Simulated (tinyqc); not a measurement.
Convergence with the mesh: Wannier function of the lower band of a two-orbital chain.

H(k) = [[-d/2 - 2 ta cos k, -t1 - t2 exp(-ik)], [-t1 - t2 exp(ik), d/2 - 2 tb cos k]], k in 1/a, Bloch sums with exp(ikR) and without the positions inside the cell. Mesh k_j = 2 pi j/N. Projection gauge: each lower eigenvector u is multiplied by the phase that makes <trial|u> real and positive (the one-band case of Loewdin orthogonalisation). Wannier amplitudes w(R) = (1/N) sum_k exp(ikR) u(k); hoppings H(R) = (1/N) sum_k exp(-ikR) E(k).

Parameters, chosen for this exercise: d = -1.47 eV (A at -d/2, B at +d/2); t1 = 1.75 eV (A-B in the cell); t2 = 1.28 eV (B to A of the next cell); ta = 0.23 eV (A-A between cells); tb = -0.05 eV (B-B between cells); xb = 0.33 a (position of B (A at 0)); th = 20 degrees (trial orbital cos(th) A + sin(th) B in cell 0).

Centre and Omega_I from overlaps M_j = u_j^+ diag(1, exp(-i b xb)) u_(j+1), b = 2 pi/N: centre -(1/2 pi) sum arg M, Omega_I = (1/(N b^2)) sum (1 - |M|^2). Largest error of the Fourier interpolation on 41 points from 0 to pi.

Mesh:
```
N,centre (a),Omega_I (a^2),H(1) (eV),largest error (meV)
3,0.28772,0.05257,-0.51257,255.143
6,0.30685,0.06821,-0.56502,12.432
8,0.30921,0.07320,-0.56400,4.414
12,0.31097,0.07719,-0.56386,0.580
16,0.31159,0.07867,-0.56386,0.079
24,0.31204,0.07976,-0.56386,0.002
```

Give the missing row, N = 4.

Computed row:
```
N  centre (a)  Omega_I (a^2)  H(1) (eV)  largest error (meV)
4     0.30090        0.05753   -0.57636               48.270
```

The interpolation error falls exponentially, from 48.3 meV at N = 4 to 0.580 at N = 12, because the hoppings decay exponentially for an isolated band (smallest gap 2.24 eV). Omega_I carries a finite-difference error and converges as a power: against the value 0.08066 on 400 points it is off by -0.00347 at N = 12 and -0.00090 at N = 24, an exponent of 1.94, near the limit 2.

Run: tinyqc, `OMP_NUM_THREADS=1 python tinyqc.py 1481086 1481087 out.jsonl`; Intel(R) Xeon(R) Processor @ 2.30GHz, one thread, shared host; about 0.1 s of CPU time with all checks.
